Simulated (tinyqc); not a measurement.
# Threshold-voltage variability of a planar MOSFET, analytic estimates, step by step

Computed by the program tinyqc: `OMP_NUM_THREADS=1 python tinyqc.py 2090058 2090059 out.jsonl`, one thread of a shared Intel Xeon 2.30GHz, about 0.01 s for the whole run. Printed values are rounded.

Three independent sources add in quadrature: random dopants in the depleted layer, metal-gate grains of two orientations, and roughness of the two gate edges acting through the roll-off VT = VT(long) - Vr exp(-L/l). These are first-order estimates: no three-dimensional electrostatics, no percolation.

Parameters, values chosen for the exercise; material values close to those of silicon:
```
symbol,value,unit,meaning
T,300,K,temperature
Eg,1.11,eV,band gap
eps_r,11.9,,relative permittivity of the semiconductor
Nc,2.75e19,cm^-3,conduction-band density of states at T
Nv,2.64e19,cm^-3,valence-band density of states at T
Na,8.4e17,cm^-3,channel doping
ti,0.9,nm,oxide-equivalent thickness in inversion
L,25,nm,gate length
W,92,nm,gate width
G,5,nm,metal grain size
dW,0.15,eV,work-function difference of the two grain orientations
p,0.5,,share of the orientation of higher work function
De,1,nm,rms roughness of one gate edge
La,20,nm,correlation length of the roughness
l,5.2,nm,decay length of the threshold roll-off
Vr,2.6,V,prefactor of the roll-off
n,1.5,,subthreshold factor
gI,15,1/V,gm/I of a matched pair
sb,2.6,%,spread of the gain factor of one device
Nb,65536,,number of cells
Y,0.994,,wanted yield
```

Constants: q = 1.602176634e-19 C, kB = 1.380649e-23 J/K, Vt = kB T/q, eps0 = 8.8541878128e-14 F/cm where lengths are in cm. Results are converted to the units shown.

Range of the model: The depletion depth exceeds L, so source and drain share much of the charge and the dopant estimate is rough.

## Random dopants

ni = sqrt(Nc Nv) exp(-Eg/(2 Vt)), Eg in volts; Cox = 3.9 eps0/ti; Wd = sqrt(4 eps0 eps_r Vt ln(Na/ni)/(q Na)); dopants: s1 = (q/Cox) sqrt(Na Wd/(3 L W)). The slope A1 = s1 sqrt(L W); mean number of dopants Na L W Wd.

Cox = 3.836815 uF/cm^2
Wd = 38.17413 nm
mean number of dopants = 73.75241
A1 = 0.4317210 mV um
s1 = 9.002004 mV

Counting alone, 1/sqrt(N) of the depletion voltage q Na Wd/Cox = 134 mV, would give sqrt(3) times more: dopants deep in the layer act less on the surface.

## Metal grains and edge roughness

Grains: Ng = L W/G^2 (at least 1), s2 = dW sqrt(p (1 - p)/Ng). Edges, with exponential correlation and u = W/La: the mean gate length has sL^2 = 2 De^2 (2/u)[1 - (1 - exp(-u))/u]; s3 = sL (Vr/l) exp(-L/l).

Ng = 92
s2 = 7.819291 mV
sL = 0.8260929 nm
dVT/dL = 4.083342 mV/nm
s3 = 3.373220 mV

## Total spread, mismatch and leakage

s = sqrt(s1^2 + s2^2 + s3^2). For a pair: s(dVT) = sqrt(2) s; current mismatch sqrt(2) sqrt((gI s)^2 + sb^2); input offset = current mismatch/gI. For a Gaussian VT the off current is log-normal with mean/median = exp(s^2/(2 (n Vt)^2)).

s = 12.39177 mV
s(dVT) = 17.52461 mV
current mismatch = 26.54283 %
input offset = 17.69522 mV
mean/median of Ioff = 1.052384

The dopants give 52.8 % of the variance; without them s would be 8.52 mV. A current mismatch this large is beyond the linear estimate.

## Iteration 1: margin in standard deviations for the wanted yield

k at the start = 3

Cells fail independently with probability Q(k) = erfc(k/sqrt(2))/2 when the margin is k standard deviations, and Y = exp(-Nb Q(k)). phi = exp(-k^2/2)/sqrt(2 pi). Newton steps on ln Q(k) = ln(-ln(Y)/Nb): k(new) = k + [ln Q - ln(-ln(Y)/Nb)] Q/phi.

Q(k) = 0.001349898
phi = 0.004431848
k after iteration 1 = 5.922732

## Iteration 2: margin in standard deviations for the wanted yield

As before.

Q(k) = 1.583185e-9
phi = 9.630654e-9
k after iteration 2 = 5.255228

## Course of the iteration: margin in standard deviations for the wanted yield

Stop when k changes by less than 1e-9, or after 30 iterations.

Course of the iteration:
```
iteration,k,|change|
1,5.922732,2.92
2,5.255228,0.668
3,5.215305,0.0399
4,5.215162,1.43e-4
5,5.215162,1.84e-9
6,5.215162,0
```

Converged in 6 iterations. At the end the number of correct digits about doubles with each step. With s(dVT) = 17.5 mV, 5.22 standard deviations are 91.4 mV.
